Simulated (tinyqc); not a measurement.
RKS/PBE0 in the sto-3g basis, for BeH2, spin multiplicity 1, step by step. One step of it, computed by the program tinyqc.

Question. Iteration 2: building the Kohn-Sham matrix. J_ij = sum D_kl (ij|kl), K_ij = sum D_kl (ik|jl); F = H + J - 0.125 K + V_xc; E = tr D H + tr D J / 2 - 0.0625 tr D K + E_xc + E_nn.

D after iteration 1, lower triangle:
```
            1Be 1s    1Be 2s   1Be 2px    1Be 2py   1Be 2pz      2H 1s     3H 1s
1Be 1s    2.023685
1Be 2s   -0.061406  0.351541
1Be 2px   0.000000  0.000000  0.000000
1Be 2py   0.000000  0.000000  0.000000   0.285573
1Be 2pz   0.000000  0.000000  0.000000   0.000000  0.000000
2H 1s    -0.209749  0.410239  0.000000   0.375012  0.000000   0.980675
3H 1s    -0.209749  0.410239  0.000000  -0.375012  0.000000  -0.004251  0.980675
```

core Hamiltonian H = T + V (hartree), lower triangle:
```
            1Be 1s     1Be 2s    1Be 2px    1Be 2py    1Be 2pz      2H 1s      3H 1s
1Be 1s   -8.614015
1Be 2s   -2.126091  -2.809912
1Be 2px   0.000000   0.000000  -2.270217
1Be 2py   0.000000   0.000000   0.000000  -2.485920
1Be 2pz   0.000000   0.000000   0.000000   0.000000  -2.270217
2H 1s    -0.486561  -1.177614   0.000000  -1.245943   0.000000  -2.138500
3H 1s    -0.486561  -1.177614   0.000000   1.245943   0.000000  -0.095396  -2.138500
```

Two-electron integrals (ij|kl) in chemists' order, unique and non-zero (hartree):
```
(11|11) 2.298831    (21|11) 0.392036    (21|21) 0.079539    (22|11) 0.570988
(22|21) 0.143041    (22|22) 0.417683    (31|31) 0.014607    (32|31) 0.021888
(32|32) 0.092265    (33|11) 0.569578    (33|21) 0.143083    (33|22) 0.417589
(33|33) 0.449859    (41|41) 0.014607    (42|41) 0.021888    (42|42) 0.092265
(43|43) 0.024249    (44|11) 0.569578    (44|21) 0.143083    (44|22) 0.417589
(44|33) 0.401360    (44|44) 0.449859    (51|51) 0.014607    (52|51) 0.021888
(52|52) 0.092265    (53|53) 0.024249    (54|54) 0.024249    (55|11) 0.569578
(55|21) 0.143083    (55|22) 0.417589    (55|33) 0.401360    (55|44) 0.401360
(55|55) 0.449859    (61|11) 0.087568    (61|21) 0.017755    (61|22) 0.032187
(61|33) 0.031955    (61|41) 0.001581    (61|42) 0.002971    (61|44) 0.032667
(61|55) 0.031955    (61|61) 0.004159    (62|11) 0.204936    (62|21) 0.052050
(62|22) 0.164627    (62|33) 0.158476    (62|41) 0.006831    (62|42) 0.041218
(62|44) 0.176780    (62|55) 0.158476    (62|61) 0.012850    (62|62) 0.095124
(63|31) 0.004876    (63|32) 0.022574    (63|43) 0.007214    (63|63) 0.008965
(64|11) 0.217217    (64|21) 0.055861    (64|22) 0.185344    (64|33) 0.174360
(64|41) 0.011136    (64|42) 0.064274    (64|44) 0.207123    (64|55) 0.174360
(64|61) 0.014442    (64|62) 0.122031    (64|64) 0.162008    (65|51) 0.004876
(65|52) 0.022574    (65|54) 0.007214    (65|65) 0.008965    (66|11) 0.370893
(66|21) 0.095924    (66|22) 0.339339    (66|33) 0.314693    (66|41) 0.015063
(66|42) 0.116269    (66|44) 0.388366    (66|55) 0.314693    (66|61) 0.024355
(66|62) 0.247042    (66|64) 0.337022    (66|66) 0.774606    (71|11) 0.087568
(71|21) 0.017755    (71|22) 0.032187    (71|33) 0.031955    (71|41) -0.001581
(71|42) -0.002971   (71|44) 0.032667    (71|55) 0.031955    (71|61) 0.003794
(71|62) 0.010839    (71|64) 0.011192    (71|66) 0.019701    (71|71) 0.004159
(72|11) 0.204936    (72|21) 0.052050    (72|22) 0.164627    (72|33) 0.158476
(72|41) -0.006831   (72|42) -0.041218   (72|44) 0.176780    (72|55) 0.158476
(72|61) 0.010839    (72|62) 0.050187    (72|64) 0.051367    (72|66) 0.096411
(72|71) 0.012850    (72|72) 0.095124    (73|31) 0.004876    (73|32) 0.022574
(73|43) -0.007214   (73|63) 0.003783    (73|73) 0.008965    (74|11) -0.217217
(74|21) -0.055861   (74|22) -0.185344   (74|33) -0.174360   (74|41) 0.011136
(74|42) 0.064274    (74|44) -0.207123   (74|55) -0.174360   (74|61) -0.011192
(74|62) -0.051367   (74|64) -0.050508   (74|66) -0.097320   (74|71) -0.014442
(74|72) -0.122031   (74|74) 0.162008    (75|51) 0.004876    (75|52) 0.022574
(75|54) -0.007214   (75|65) 0.003783    (75|75) 0.008965    (76|11) 0.016171
(76|21) 0.004000    (76|22) 0.011286    (76|33) 0.011112    (76|44) 0.011628
(76|55) 0.011112    (76|61) 0.000904    (76|62) 0.004567    (76|64) 0.005223
(76|66) 0.009670    (76|71) 0.000904    (76|72) 0.004567    (76|74) -0.005223
(76|76) 0.000310    (77|11) 0.370893    (77|21) 0.095924    (77|22) 0.339339
(77|33) 0.314693    (77|41) -0.015063   (77|42) -0.116269   (77|44) 0.388366
(77|55) 0.314693    (77|61) 0.019701    (77|62) 0.096411    (77|64) 0.097320
(77|66) 0.186703    (77|71) 0.024355    (77|72) 0.247042    (77|74) -0.337022
(77|76) 0.009670    (77|77) 0.774606
```

nuclear repulsion = 3.17431637 hartree

V_xc (hartree), lower triangle:
```
            1Be 1s     1Be 2s    1Be 2px    1Be 2py    1Be 2pz      2H 1s      3H 1s
1Be 1s   -1.115970
1Be 2s   -0.158423  -0.231909
1Be 2px   0.000000   0.000000  -0.200658
1Be 2py   0.000000   0.000000   0.000000  -0.288858
1Be 2pz   0.000000   0.000000   0.000000   0.000000  -0.200658
2H 1s    -0.036026  -0.123856   0.000000  -0.159437   0.000000  -0.366371
3H 1s    -0.036026  -0.123856   0.000000   0.159437   0.000000  -0.007344  -0.366371
```

E_xc = sum of w rho eps_xc = -2.75498959 hartree

Give: Coulomb J; exchange K; Kohn-Sham matrix F; total energy of this density.

Answer.

Coulomb J (hartree), lower triangle:
```
         1Be 1s  1Be 2s  1Be 2px  1Be 2py  1Be 2pz  2H 1s  3H 1s
1Be 1s    6.283
1Be 2s    1.217   2.591
1Be 2px   0.000   0.000    2.508
1Be 2py   0.000   0.000    0.000    2.745
1Be 2pz   0.000   0.000    0.000    0.000    2.508
2H 1s     0.274   1.093    0.000    1.274    0.000  2.501
3H 1s     0.274   1.093    0.000   -1.274    0.000  0.073  2.501
```

exchange K (hartree), lower triangle:
```
         1Be 1s  1Be 2s  1Be 2px  1Be 2py  1Be 2pz  2H 1s  3H 1s
1Be 1s    4.602
1Be 2s    0.818   0.791
1Be 2px   0.000   0.000    0.128
1Be 2py   0.000   0.000    0.000    0.913
1Be 2pz   0.000   0.000    0.000    0.000    0.128
2H 1s     0.184   0.601    0.000    0.696    0.000  1.291
3H 1s     0.184   0.601    0.000   -0.696    0.000  0.033  1.291
```

Kohn-Sham matrix F (hartree), lower triangle:
```
         1Be 1s  1Be 2s  1Be 2px  1Be 2py  1Be 2pz   2H 1s   3H 1s
1Be 1s   -4.022
1Be 2s   -1.170  -0.550
1Be 2px   0.000   0.000    0.022
1Be 2py   0.000   0.000    0.000   -0.144
1Be 2pz   0.000   0.000    0.000    0.000    0.022
2H 1s    -0.271  -0.284    0.000   -0.219    0.000  -0.166
3H 1s    -0.271  -0.284    0.000    0.219    0.000  -0.034  -0.166
```

total energy of this density = -15.60154 hartree
